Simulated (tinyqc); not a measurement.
# Planar ballistic transistor, top-of-the-barrier model: what changes with what

At the top of the source barrier, states moving towards the drain are filled by the source (Fermi level 0) and states moving back by the drain (Fermi level -q Vd); nothing scatters. U is the shift of the band edge there, set by the capacitances CG, CD and CS (the total) and by the charge. Parabolic two-dimensional band; the source is grounded.

Inputs (values chosen for the exercise); mass and valleys close to those of a monolayer dichalcogenide:
```
symbol  value  unit                                                                 meaning
T         200     K                                                             temperature
m       0.499    m0                                                          effective mass
gv          2                                                             valley degeneracy
eox        16                                   relative permittivity of the gate insulator
tox       4.4    nm                                                     insulator thickness
aG       0.85                                                            gate control CG/CS
aD      0.052                                                           drain control CD/CS
E0       0.37    eV  band edge at the barrier top above the source Fermi level at zero bias
Vd        0.1     V                                                           drain voltage
```

Constants: q = 1.602176634e-19 C, kB = 1.380649e-23 J/K, hbar = 1.054571817e-34 J s, m0 = 9.1093837015e-31 kg, Vt = kB T/q, eps0 = 8.8541878128e-14 F/cm where lengths are in cm. Results are converted to the units shown.

Each table varies one quantity; the others keep the values above.

## Effect of the effective mass

N0 = gv m kB T/(pi hbar^2), CG = eps0 eox/tox, vT = sqrt(2 kB T/(pi m)), CS = CG/aG, n0 = n at U = 0 and Vd = 0. eta1 = -(E0 + U)/Vt, eta2 = eta1 - Vd/Vt, n = (N0/2)[F_0(eta1) + F_0(eta2)], F_0(x) = ln(1 + exp x). U = UL + q (n - n0)/CS with UL = -(aG Vg + aD Vd), energies in eV. I = q (N0/2) vT [F_(1/2)(eta1) - F_(1/2)(eta2)] per width, F_(1/2)(x) = (2/sqrt(pi)) int_0^infinity u^(1/2)/(1 + exp(u - x)) du. CQ = (q/Vt) dn/d(eta1). E0 is held fixed.

In this table Vg = 0.5 V, Vd = 0.5 V.

Results:

| m (m0) | eta1 | n (cm^-2) | I (uA/um) | mean velocity I/(q n) (cm/s) | CQ/CS |
|---|---|---|---|---|---|
| 0.02 | 3.465 | 5.033e11 | 386.0 | 4.787e7 | 0.3427 |
| 0.032 | 2.984 | 6.989e11 | 404.2 | 3.609e7 | 0.5382 |
| 0.05 | 2.457 | 9.140e11 | 400.6 | 2.735e7 | 0.8137 |
| 0.08 | 1.863 | 1.156e12 | 376.5 | 2.033e7 | 1.224 |
| 0.2 | 0.7301 | 1.618e12 | 297.9 | 1.149e7 | 2.385 |
| 0.32 | 0.1969 | 1.835e12 | 255.6 | 8.695e6 | 3.104 |
| 0.5 | -0.2786 | 2.029e12 | 218.9 | 6.735e6 | 3.806 |
| 0.8 | -0.7534 | 2.222e12 | 184.9 | 5.193e6 | 4.524 |

Estimate the missing row, m = 0.13 m0.

Computed row:

| m (m0) | eta1 | n (cm^-2) | I (uA/um) | mean velocity I/(q n) (cm/s) | CQ/CS |
|---|---|---|---|---|---|
| 0.13 | 1.250 | 1.406e12 | 337.3 | 1.498e7 | 1.785 |

With this row back in the table: As m goes from 0.02 to 0.8 m0, n rises from 5.03e11 to 2.22e12 cm^-2, the mean velocity falls from 4.79e7 to 5.19e6 cm/s and the current goes from 386 through a maximum of 404 (at m = 0.032 m0 among the rows listed) to 185 uA/um. CQ/CS goes from 0.34 to 4.5. A light mass gives fast carriers but too few states, a heavy one charge but slow carriers, hence the maximum between.

## Effect of the band edge at the barrier top above the source Fermi level at zero bias

Same model as above.

CQ = (q/Vt) dn/d(eta1).

In this table Vg = 0.5 V, Vd = 0.5 V.

Effect of the band edge at the barrier top above the source Fermi level at zero bias:

| E0 (eV) | eta1 | n (cm^-2) | I (uA/um) | mean velocity I/(q n) (cm/s) | CQ/CS |
|---|---|---|---|---|---|
| 0.1 | 1.962 | 7.521e12 | 990.9 | 8.223e6 | 7.730 |
| 0.15 | 1.617 | 6.459e12 | 821.0 | 7.934e6 | 7.356 |
| 0.2 | 1.259 | 5.421e12 | 664.6 | 7.652e6 | 6.867 |
| 0.25 | 0.8751 | 4.396e12 | 519.3 | 7.374e6 | 6.223 |
| 0.3 | 0.4492 | 3.387e12 | 385.5 | 7.103e6 | 5.382 |
| 0.35 | -0.04687 | 2.407e12 | 263.9 | 6.843e6 | 4.305 |
| 0.4 | -0.6736 | 1.480e12 | 156.5 | 6.599e6 | 2.977 |
| 0.45 | -1.585 | 6.696e11 | 68.55 | 6.390e6 | 1.499 |

What does the comparison show?

As E0 goes from 0.1 to 0.45 eV, n falls from 7.52e12 to 6.70e11 cm^-2, the mean velocity falls from 8.22e6 to 6.39e6 cm/s and the current falls from 991 to 68.5 uA/um. CQ/CS goes from 7.7 to 1.5.

## Transfer curve

Same model as above.

CQ = (q/Vt) dn/d(eta1).

Transfer curve:

| Vg (V) | eta1 | n (cm^-2) | I (uA/um) | mean velocity I/(q n) (cm/s) | CQ/CS |
|---|---|---|---|---|---|
| 0 | -21.17 | 2313 | 2.291e-7 | 6.181e6 | 5.676e-9 |
| 0.09 | -16.73 | 1.958e5 | 1.939e-5 | 6.181e6 | 4.806e-7 |
| 0.17 | -12.78 | 1.012e7 | 0.001003 | 6.181e6 | 2.485e-5 |
| 0.26 | -8.346 | 8.554e8 | 0.08471 | 6.181e6 | 0.002099 |
| 0.35 | -4.057 | 6.183e10 | 6.139 | 6.197e6 | 0.1505 |
| 0.44 | -1.406 | 7.904e11 | 80.76 | 6.377e6 | 1.742 |
| 0.52 | -0.3270 | 1.958e12 | 209.3 | 6.671e6 | 3.713 |
| 0.61 | 0.4671 | 3.443e12 | 388.8 | 7.047e6 | 5.462 |
| 0.7 | 1.093 | 4.997e12 | 595.6 | 7.439e6 | 6.682 |

What does the table show?

The current rises from 2.29e-7 to 596 uA/um. Between the first two rows the swing is 46.7 mV a decade, against Vt ln 10/aG = 46.7. CQ/CS goes from 5.7e-9 to 6.7, so a volt on the gate moves the band edge by 0.85 eV in the first row and 0.11 eV in the last: the gate charge is limited by the insulator. The mean velocity rises from 6.18e6 to 7.44e6 cm/s.

Numbers from tinyqc (`OMP_NUM_THREADS=1 python tinyqc.py 2400081 2400082 out.jsonl`; about 0.01 s on one thread of a shared Intel Xeon 2.30GHz).
